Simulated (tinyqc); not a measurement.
Limits against temperature: thermal and gravitational stress in a wafer during furnace and rapid thermal processing, and the onset of slip. Computed by tinyqc, a small Python program. Command: `OMP_NUM_THREADS=1 python tinyqc.py 3016023 3016024 out.jsonl slip walk`. One thread of a shared host (Intel(R) Xeon(R) Processor @ 2.30GHz), about 0.01 s of CPU time with the checks.

A thin free disc in plane stress, isotropic; T(r) = T_centre + dT (r/R)^n. Stress is positive in tension; sigma_SB = 5.670374419e-8 W/(m^2 K^4), g = 9.80665 m/s^2.

Inputs (values chosen for the exercise, modelled on silicon):
```
quantity                              value        unit
wafer radius R                          225          mm
thickness t                             925  micrometre
Young's modulus E                       141         GPa
expansion alpha                        4.24      1e-6/K
prefactor A of the critical stress  0.00035         MPa
energy U of the critical stress        1.08          eV
density rho                            2330      kg/m^3
heat capacity c                         923    J/(kg K)
conductivity k                         27.4     W/(m K)
wafer spacing s                          10          mm
```

Constants: k_B = 8.617333262e-05 eV/K.

Method. Critical resolved stress tau_c = A exp(U/(k_B T)), a form chosen for the exercise; slip when 0.492799 |s_tt(R)| > tau_c; allowed |dT| = tau_c (n + 2)/(0.492799 n alpha E). In a stack heated from the rim, heat flows inward by conduction and by radiation between wafers: k_eff = k + (16/3) sigma_SB T^3 s^2/t (a diffusion estimate with the spacing as path length). A steady ramp gives the parabolic lag dT = rho c (ramp) R^2/(4 k_eff); the allowed ramp uses n = 2.

For the parabolic profile:
```
T (K)  tau_c (MPa)  allowed |dT| (K)  k_eff (W/(m K))  allowed ramp (K/min)
1050        53.437            362.76            65.25                52.176
1125        24.113            163.69            73.95                26.685
1200        12.019             81.59            83.90                15.089
1275         6.502             44.14            95.16                 9.260
1350         3.766             25.57           107.84                 6.078
1425         2.310             15.68           122.00                 4.218
1500         1.488             10.10           137.74                 3.068
```

From 1050 to 1500 K the allowed difference falls 36 times and the allowed ramp 17 times; radiation, which grows as T^3, gives back a factor 2.11. Ramps must slow as the wafer gets hotter.
